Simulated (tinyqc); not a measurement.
What moves the results: BHZ model on a square lattice (one spin block). A value that a table varies takes the place of the one given here.

h(k) = e0 + d.s with s the Pauli matrices in the basis (E, H), k in units of 1/a: dx = (A/a) sin kx, dy = (A/a) sin ky, dz = M - (2B/a^2)(2 - cos kx - cos ky), e0 = -(2D/a^2)(2 - cos kx - cos ky). The other spin block is h*(-k). For small k this is the continuum model with dz = M - B k^2.

Ribbon along x with N rows: cos ky and sin ky become hoppings between rows, block (A/a) sy/(2i) + (B/a^2) sz + D/a^2 from row n to n + 1, and the rows end at hard walls; width (N + 1) a.

Parameters, chosen for this exercise (of the size used for HgTe wells; the results hold for these values, not for the real material):
- A = 3.92 eV angstrom
- B = -65.8 eV angstrom^2
- D = -48.2 eV angstrom^2
- M = -0.0193 eV (mass term)
- a = 20 angstrom (grid spacing)
- k = (-0.1, 0.3) 1/a (wave vector)

## Gap of the edge states against width

penetration = 286.46 angstrom
E at kx = 0 = 14.1377 meV

The two middle levels of the ribbon at kx = 0. The continuum edge state has E = -D M/B and penetration 1/Re(l1), l1 = F - sqrt(F^2 - M/B), F = |A|/(2 sqrt(B^2 - D^2)).

Edge levels:
```
N   width (nm)  lower (meV)  upper (meV)  gap (meV)
6         14.0       -3.768       81.067    84.8353
10        22.0        4.076       45.064    40.9881
14        30.0        7.606       31.530    23.9237
20        42.0       10.282       22.731    12.4493
28        58.0       12.019       18.012     5.9931
40        82.0       13.200       15.503     2.3025
56       114.0       13.812       14.528     0.7163
```

What can be read from the table?

The two edges of one spin block overlap and open a gap, 84.84 meV at 14 nm and 0.7163 meV at 114 nm, against a bulk gap 2|M| = 38.6 meV at Gamma and a penetration of 28.6 nm. Rows with a gap above 2|M| are narrower than the edge states and hold confined bulk levels. Between the last two widths the gap falls as exp(-W/27.4 nm). The mean of the pair in the widest ribbon is 14.170 meV, against 14.138 for the continuum edge.

## Through the transition

M is varied. Direct gap at Gamma 2|M|; smallest direct gap on kx = 0 to 1 in steps of 0.01; nu = 1 for M/B > 0, else 0; middle gap of a ribbon of 40 rows at kx = 0 (block (A/a) sy/(2i) + (B/a^2) sz + D/a^2 between rows, hard walls).

Against M (meV):
```
M    2|M|  smallest direct gap  nu  ribbon gap
-40  80.0                80.00   1       0.167
-25  50.0                50.00   1       1.189
-15  30.0                30.00   1       3.691
-8   16.0                16.00   1       7.608
-3    6.0                 6.00   1      12.163
3     6.0                 6.00   0      19.684
8    16.0                16.00   0      27.267
15   30.0                30.00   0      39.102
30   60.0                60.00   0      66.691
```

What does this show, and why?

With B < 0, negative M is inverted. There edge states cross the bulk gap: the ribbon gap is 1.189 against 50.0 meV at M = -25 meV, and 12.163 against 6.0 at -3 meV, where the edge states overlap across the whole ribbon and confinement rules, while for positive M confinement raises it above 2|M| (39.10 against 30 meV at M = 15 meV). The smallest direct gap stays at Gamma on all rows.

## What each parameter does

Levels at k and dz there. Each row changes one parameter from the base and keeps the others.

Results:
```
case                      lower (meV)  upper (meV)  dz (meV)
base                          -49.242       73.177    -2.962
A = 4.312 eV angstrom         -55.349       79.285    -2.962
B = -72.38 eV angstrom^2      -49.184       73.120    -1.328
D = -38.56 eV angstrom^2      -51.635       70.784    -2.962
M = -0.0143 eV                -49.204       73.140     2.038
a = 22 angstrom               -45.991       65.772    -5.798
```

How do the results move?

The largest shifts from the base row, up to three for each result and ties (the steps differ in size, so this ranks the rows, not the parameters). lower (meV): A -6.107, a +3.251, D -2.394. upper (meV): a -7.405, A +6.107, D -2.394. dz (meV): M +5.000, a -2.836, B +1.634; unchanged at the printed digits by A and D. D shifts both levels alike and leaves the states, so it cannot change the topology while the gap stays open.

(tinyqc, `OMP_NUM_THREADS=1 python tinyqc.py 1452408 1452409 out.jsonl`, Intel(R) Xeon(R) Processor @ 2.30GHz, 1 thread, shared host, about 0.07 s.)
